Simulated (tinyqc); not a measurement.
Frequency dispersion of an accumulation capacitance by border traps, distributed model: one step of the calculation.

Traps spread evenly through the insulator exchange electrons with the semiconductor by tunnelling, with tau(x) = t0 exp(2 ka x) at depth x from the interface. The admittance per area Y seen at depth x obeys dY/dx = -Y^2/(i w eps0 eox) + q Nb ln(1 + i w tau)/tau, with Y(0) = i w Cs and w = 2 pi f; the gate sees Y(tox) = G + i w C. Working variable y = Y/(i w), in uF/cm^2. Cox = eps0 eox/tox.

Question. Scales and lumped estimate. Cox; trap-free value 1/(1/Cox + 1/Cs); response depth d = ln(1/(w t0))/(2 ka), where w tau = 1; lumped estimate: all traps within d act as C_bt = q Nb d placed at d/2, so C = 1/{1/[1/(1/Cs + d/(2 eps0 eox)) + C_bt] + (tox - d/2)/(eps0 eox)}.

Values chosen for this exercise; permittivity close to that of aluminium oxide: relative permittivity of the insulator eox = 8.72; insulator thickness tox = 11 nm; semiconductor capacitance in accumulation Cs = 2.3 uF/cm^2; density of border traps Nb = 6.4e18 cm^-3 eV^-1; decay constant of the wave function in the insulator ka = 5.1 1/nm; time constant of a trap at the interface t0 = 1e-9 s; frequency f = 100 Hz.

Constants: q = 1.602176634e-19 C, eps0 = 8.8541878128e-14 F/cm where lengths are in cm. Results are converted to the units shown.

Wanted: Cox; trap-free C; d; C_bt; lumped C.

Answer.

Cox = 0.70190 uF/cm^2
trap-free C = 0.53778 uF/cm^2
d = 1.4000 nm
C_bt = 0.14356 uF/cm^2
lumped C = 0.54865 uF/cm^2

The traps within reach amount to 0.0624 Cs and lie in the first 12.7 % of the insulator.

Computed by the program tinyqc: `OMP_NUM_THREADS=1 python tinyqc.py 2202081 2202082 out.jsonl`, one thread of a shared Intel Xeon 2.30GHz, about 0.6 s for the whole run.
